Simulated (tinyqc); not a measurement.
Ion implantation: universal nuclear stopping, Lindhard-Scharff electronic stopping and a Gaussian range profile: one step, computed by the program tinyqc.

An ion slows by elastic collisions with screened nuclei and by friction with electrons; channelling is ignored and the target is uniform.

Question. Gaussian profile. C(x) = C_p exp(-(x - R_p)^2/(2 dR_p^2)) with C_p = Q/(sqrt(2 pi) dR_p), 1 nm = 1e-7 cm; the profile falls to the background at x_j = R_p + dR_p sqrt(2 ln(C_p/C_B)); the peak atomic fraction is C_p/N.

Inputs (values chosen for the exercise, modelled on oxygen ions in copper):
```
quantity            value    unit
ion mass M1            16       u
target mass M2      63.55       u
target density N     84.9  1/nm^3
dose Q            3.9e+15  1/cm^2
background C_B    3.3e+15  1/cm^3
```

straggle dR_p = 3.391415 nm

projected range R_p = 12.69096 nm

Give: peak concentration C_p; depth x_j where C falls to C_B; peak atomic fraction.

Answer.

peak concentration C_p = 4.588e+21 1/cm^3

Depth x_j where C falls to C_B = 30.73 nm

peak atomic fraction = 0.05404

Caution: the estimates of R_p and dR_p assume mainly nuclear stopping and an ion not much lighter than the target; here they are rough, and for light ions in heavy targets the straggle can be low by a factor of two or more. Caution: the peak exceeds 5 atomic %, where sputtering and the changed target matter.
